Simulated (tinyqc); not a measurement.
What moves the results: gated graphene: carriers, quantum capacitance and optical conductivity. A value that a table varies takes the place of the one given here.

Cones E = +/- hv |k|, four flavours, D(E) = 2|E|/(pi hv^2). n = (2/pi)(kT/hv)^2 F_1(mu/kT), p = (2/pi)(kT/hv)^2 F_1(-mu/kT), in 1/angstrom^2 (1e16 for 1/cm^2); F_1(eta) = integral_0^infinity x dx/(1 + exp(x - eta)). Cq/e^2 = d(n - p)/d mu = (2 kT/(pi hv^2)) ln(2 + 2 cosh(mu/kT)).

Gate: V = mu/e + e (n - p)/Cox with Cox/e^2 = k/(4 pi e2 t), t in angstrom, e2 = e^2/(4 pi eps0); 1/(eV angstrom^2) in C/e^2 equals 1602.176634 microfarad/cm^2; total 1/C = 1/Cox + 1/Cq.

Conductivity over sigma0 = e^2/(4 hbar): interband Re = sinh(E/2kT)/(cosh(mu/kT) + cosh(E/2kT)); intraband Re = (8 kT/pi) ln(2 cosh(mu/2kT)) Gm/(E^2 + Gm^2). A free sheet absorbs about pi alpha_f Re(sigma/sigma0), alpha_f the fine-structure constant (alpha among the constants).

Constants: kB = 8.617333262e-05 eV/K; e^2/(4 pi eps0) = 14.39964547 eV angstrom; fine-structure constant alpha = 0.007297352564.

Parameters, chosen for this exercise (Fermi velocity near that of graphene, gate dielectric near hBN; the results hold for these values, not for the real material): hv = 6.97 eV angstrom (hbar vF); T = 150 K; k = 3.35 (dielectric constant of the gate layer); t = 10 nm (its thickness); Gm = 2 meV (intraband damping); V = 3.29 V (gate voltage from the neutrality point).

## Gate sweep

Results:

| V (V) | mu (eV) | n - p (1/cm^2) | n + p (1/cm^2) | Cq (microfarad/cm^2) | C/Cox | Cox V/e (1/cm^2) |
|---|---|---|---|---|---|---|
| 0 | 0.0000 | 0 | 3.60e+10 | 0.376 | 0.559 | 0 |
| 0.099 | 0.0358 | 1.17e+11 | 1.20e+11 | 0.784 | 0.725 | 1.83e+11 |
| 0.26 | 0.0695 | 3.53e+11 | 3.53e+11 | 1.46 | 0.831 | 4.81e+11 |
| 0.66 | 0.1211 | 9.98e+11 | 9.98e+11 | 2.54 | 0.896 | 1.22e+12 |
| 1.3 | 0.1766 | 2.08e+12 | 2.08e+12 | 3.71 | 0.926 | 2.41e+12 |
| 2.3 | 0.2401 | 3.81e+12 | 3.81e+12 | 5.04 | 0.944 | 4.26e+12 |
| 3.3 | 0.2907 | 5.57e+12 | 5.57e+12 | 6.10 | 0.954 | 6.11e+12 |
| 4.9 | 0.3575 | 8.41e+12 | 8.41e+12 | 7.51 | 0.962 | 9.07e+12 |
| 7.2 | 0.4365 | 1.25e+13 | 1.25e+13 | 9.17 | 0.969 | 1.33e+13 |

What can be read from the table?

At neutrality n + p = 3.60e+10 1/cm^2 of thermal carriers remain and C/Cox = 0.559; at the last row C/Cox = 0.969 and the plain capacitor rule overstates n - p by 6.5 %. Between the last two rows mu goes as V^0.52; for |mu| well above kT the limits are 1/2 where Cox is small against Cq and 1 where it is large.

## Absorption spectrum

mu = 0.29019 eV

Results:

| E (eV) | interband | intraband | absorption (%) |
|---|---|---|---|
| 0.058 | 0.0000 | 0.2194 | 0.503 |
| 0.116 | 0.0000 | 0.0549 | 0.126 |
| 0.203 | 0.0000 | 0.0179 | 0.041 |
| 0.290 | 0.0000 | 0.0088 | 0.020 |
| 0.406 | 0.0012 | 0.0045 | 0.013 |
| 0.493 | 0.0329 | 0.0030 | 0.082 |
| 0.580 | 0.4963 | 0.0022 | 1.143 |
| 0.667 | 0.9661 | 0.0017 | 2.219 |
| 0.754 | 0.9988 | 0.0013 | 2.293 |
| 0.929 | 1.0000 | 0.0009 | 2.294 |
| 1.161 | 1.0000 | 0.0005 | 2.294 |
| 1.741 | 1.0000 | 0.0002 | 2.293 |

How do the results move?

The edge lies at 2|mu| = 0.580 eV and, for |mu| above about 3 kT (here 22.5), rises from 10 % to 90 % over about 8.8 kT = 0.114 eV. The absorption is lowest, 0.013 %, at 0.406 eV of those listed, between the Drude tail and the edge; at the last row it is 2.293 % against pi alpha_f = 2.293 %. The thin-sheet formula fails where the absorption is large, and trigonal warping matters above about 1.5 eV.

## What moves the Fermi level

All results formed anew. Each row changes one parameter from the base and keeps the others.

Results:

| case | mu (eV) | n - p (1/cm^2) | C/Cox |
|---|---|---|---|
| base | 0.2902 | 5.554e+12 | 0.9536 |
| V = 4.277 V | 0.3330 | 7.302e+12 | 0.9593 |
| t = 7 nm | 0.3440 | 7.791e+12 | 0.9446 |
| k = 4.02 | 0.3166 | 6.606e+12 | 0.9492 |
| hv = 7.67 eV angstrom | 0.3180 | 5.502e+12 | 0.9490 |
| T = 250 K | 0.2886 | 5.557e+12 | 0.9533 |

What does this show?

The largest shifts from the base row, up to three for each result and ties (the steps differ in size, so this ranks the rows, not the parameters). mu (eV): t +0.0538, V +0.0428, hv +0.0278. n - p (1/cm^2): t +2.24e+12, V +1.75e+12, k +1.05e+12. C/Cox: t -0.0090, V +0.0057, hv -0.0046.

(tinyqc, `OMP_NUM_THREADS=1 python tinyqc.py 1680133 1680134 out.jsonl`, Intel(R) Xeon(R) Processor @ 2.30GHz, 1 thread, shared host, about 0.01 s.)
